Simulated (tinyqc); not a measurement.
Electron continuity equation in a given potential, Scharfetter-Gummel discretisation: current and errors against the applied potential.

Steady state in one dimension: J = q mu n E + q D dn/dx with E = -dpsi/dx and D = mu Vt, dJ/dx = 0, fixed densities nL and nR at the ends. The potential is given, psi = U (x/L)^2, and is not changed by the electrons.

12 equal intervals. Fluxes J_i = (q D/h)(n_(i+1) P_i - n_i Q_i), d_i = (psi_(i+1) - psi_i)/Vt: Scharfetter-Gummel P = B(d), Q = B(-d), B(d) = d/(exp(d) - 1); central P = 1 - d/2, Q = 1 + d/2; upwind P = 1 + max(-d, 0), Q = 1 + max(d, 0). Balance at each inner node: J_i - J_(i-1) = 0. The reference is Scharfetter-Gummel on 4000 intervals or more. Errors are those of J on the first interval against the reference at its midpoint; errors under 1e-6 % are printed as 0.

Parameters, values chosen for the exercise; mobility close to that of silicon at room temperature: temperature T = 450 K; electron mobility mu = 1360 cm^2/(V s); length of the region L = 7 um; density at x = 0 nL = 3.5e12 cm^-3; density at x = L nR = 6.3e13 cm^-3.

Constants: q = 1.602176634e-19 C, kB = 1.380649e-23 J/K, Vt = kB T/q. Results are converted to the units shown.

Current and errors against the applied potential:
```
U (V)	largest |d|	reference J (A/cm^2)	SG error (%)	central error (%)	upwind error (%)	most negative central n (cm^-3), 0 if none
0.023	0.09473	0.4537	0.0687	0.0226	4.01	0
0.093	0.3831	0.04831	0.278	-3.97	85.3	0
0.23	0.9473	-0.1106	0.688	1.69	-10.2	0
0.47	1.936	-0.1659	1.41	1.07	5.89	0
0.7	2.883	-0.2025	2.11	1.58	8.39	-1.08e13
1	4.119	-0.2421	3.02	2.26	10.6	-2.13e13
1.4	5.766	-0.2864	4.25	3.17	13.3	-3.00e13
2.1	8.650	-0.3508	6.43	4.79	17.6	-3.89e13
```

What does the comparison show?

The reference current falls from 0.454 to -0.351 A/cm^2. The largest errors in size are 6.4 % (Scharfetter-Gummel), 4.8 % (central) and 85 % (upwind). Central differences give negative densities for U = 0.7, 1, 1.4, 2.1 V; these rows have |d| above 2, which makes negative values possible though not certain.

Program tinyqc, `OMP_NUM_THREADS=1 python tinyqc.py 2220006 2220007 out.jsonl`; Intel Xeon 2.30GHz, shared host, one thread, about 0.01 s.
